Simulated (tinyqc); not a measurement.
RHF in the 6-311g basis, for H2, spin multiplicity 1, step by step. One step of it, computed by the program tinyqc.

Problem. Iteration 9 (converged): orbitals. Diagonalise F' = X^T F X, C = X C', fill 1 alpha and 1 beta electrons from the bottom; D = 2 C_occ C_occ^T. Each column has its largest component positive (the first on a tie).

converged F (hartree):
```
           1H 1s      1H 2s      1H 3s      2H 1s      2H 2s      2H 3s
1H 1s   0.610367  -0.424084  -0.457461  -0.484780  -0.490353  -0.428521
1H 2s  -0.424084  -0.351742  -0.382039  -0.490353  -0.475430  -0.402225
1H 3s  -0.457461  -0.382039  -0.258924  -0.428521  -0.402225  -0.278318
2H 1s  -0.484780  -0.490353  -0.428521   0.610367  -0.424084  -0.457461
2H 2s  -0.490353  -0.475430  -0.402225  -0.424084  -0.351742  -0.382039
2H 3s  -0.428521  -0.402225  -0.278318  -0.457461  -0.382039  -0.258924
```

X:
```
               1          2          3          4          5         6
1H 1s   0.595371  -0.944028  -0.699591   0.588227   0.633032  0.156122
1H 2s  -2.103773   1.439774   1.061420   0.096713   0.330703  0.232986
1H 3s   3.032702  -0.827138   0.873644  -0.503010   0.105133  0.227367
2H 1s  -0.595371  -0.944028   0.699591   0.588227  -0.633032  0.156122
2H 2s   2.103773   1.439774  -1.061420   0.096713  -0.330703  0.232986
2H 3s  -3.032702  -0.827138  -0.873644  -0.503010  -0.105133  0.227367
```

Give: F' = X^T F X; orbital energies; coefficients C; D after iteration 9.

Solution.

F' = X^T F X (hartree):
```
         1        2        3        4        5        6
1   1.1718   0.0000  -0.9346   0.0000   0.4322   0.0000
2   0.0000   1.9996   0.0000  -0.9167   0.0000  -0.0008
3  -0.9346   0.0000   1.3291   0.0000  -0.8328   0.0000
4   0.0000  -0.9167   0.0000   0.7927   0.0000  -0.1181
5   0.4322   0.0000  -0.8328   0.0000   0.9558   0.0000
6   0.0000  -0.0008   0.0000  -0.1181   0.0000  -0.5643
```

orbital energies (hartree): MO1 -0.5777, MO2 0.1590, MO3 0.3111, MO4 0.6246, MO5 2.4946, MO6 2.6731

coefficients C:
```
          MO1      MO2      MO3      MO4      MO5      MO6
1H 1s  0.1831   0.0862  -0.0477  -0.0924  -1.1071  -1.1084
1H 2s  0.3002  -0.0069  -0.7389  -1.6173   1.2249   1.7453
1H 3s  0.1358   2.0599   0.8577   2.0978  -0.4846  -1.1522
2H 1s  0.1831  -0.0862  -0.0477   0.0924  -1.1071   1.1084
2H 2s  0.3002   0.0069  -0.7389   1.6173   1.2249  -1.7453
2H 3s  0.1358  -2.0599   0.8577  -2.0978  -0.4846   1.1522
```

D after iteration 9:
```
        1H 1s   1H 2s   1H 3s   2H 1s   2H 2s   2H 3s
1H 1s  0.0671  0.1100  0.0497  0.0671  0.1100  0.0497
1H 2s  0.1100  0.1803  0.0815  0.1100  0.1803  0.0815
1H 3s  0.0497  0.0815  0.0369  0.0497  0.0815  0.0369
2H 1s  0.0671  0.1100  0.0497  0.0671  0.1100  0.0497
2H 2s  0.1100  0.1803  0.0815  0.1100  0.1803  0.0815
2H 3s  0.0497  0.0815  0.0369  0.0497  0.0815  0.0369
```
